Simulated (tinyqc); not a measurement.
Hydrogen passivation of interface dangling bonds: competing passivation and dissociation with distributed barriers. From least active share back to mean dissociation barrier E_d. Computed by tinyqc, a small Python program. Command: `OMP_NUM_THREADS=1 python tinyqc.py 3029758 3029759 out.jsonl passiv inv`. One thread of a shared host (Intel(R) Xeon(R) Processor @ 2.30GHz), about 0.06 s of CPU time with the checks.

P_b + H2 gives P_bH + H at the rate k_f [H2]; P_bH gives P_b + H at the rate k_d. All defects start unpassivated. E_f and E_d are Gaussian and independent.

Inputs (values chosen for the exercise, close to those used for P_b centres at the silicon-oxide interface):
```
quantity                                      value          unit
passivation prefactor k_f0                  2.7e-07        cm^3/s
mean passivation barrier E_f                   1.46            eV
spread sigma_f                                 0.12            eV
dissociation prefactor k_d0                 2.8e+12           1/s
spread sigma_d                                0.056            eV
H2 in the oxide per atm, solubility factor  1.9e+18  1/(cm^3 atm)
hydrogen pressure p                             0.1           atm
anneal time t                                   930             s
```

Constants: k_B = 8.617333262e-05 eV/K.

Method:
- [H2] = solubility factor x p; a = k_f0 [H2] exp(-E_f/(k_B T)), d = k_d0 exp(-E_d/(k_B T)). For one pair of barriers the active share is y = [d + a exp(-(a + d) t)]/(a + d).
- Temperatures in kelvin are T(C) + 273.15.
- Average y over both Gaussians with 40 x 40 Gauss-Hermite points.
- Minimise the averaged y over T between 150 and 900 C: find where ln y is equal at T - 0.05 and T + 0.05 C; T is rounded to 0.1 C.

Task: A run gave the result below. Find the mean dissociation barrier E_d, known to lie between 2.5 and 3 eV.

least active share = 1.319854e-05

Result:

Each step takes the trial c = (a f_b - b f_a)/(f_b - f_a), f being the result less the target and a, b, c the logarithms of the listed values; c replaces end b, the old b replaces a if the sign of f changed, and otherwise f_a is halved.

Scan of the range:
```
mean dissociation barrier E_d (eV)  least active share
2.50                                       4.53300e-05
2.58                                       1.58352e-05
2.66                                       5.62088e-06
2.74                                       2.02384e-06
2.82                                       7.42571e-07
2.91                                       2.43736e-07
3.00                                       8.13571e-08
```

False position (Illinois rule, in the logarithm of the input) inside the bracket:
```
step    end a    end b    trial  least active share
1     2.58000  2.66000  2.60042         1.21431e-05
2     2.58000  2.60042  2.59132         1.36664e-05
3     2.60042  2.59132  2.59411         1.31796e-05
4     2.59132  2.59411  2.59400         1.31982e-05
5     2.59132  2.59400  2.59400         1.31989e-05
6     2.59400  2.59400  2.59400         1.31985e-05
```

Least active share falls at every point of a 13-point scan of the range (every second point is shown), so one value fits; it is bracketed by 2.58 and 2.66. Answer: mean dissociation barrier E_d = 2.594 eV.

Caution: a least active share below 1e-3 is a property of the model; measured passivation levels off well above it. Caution: atomic hydrogen, which both passivates and depassivates, and further passivation during cooling are left out.
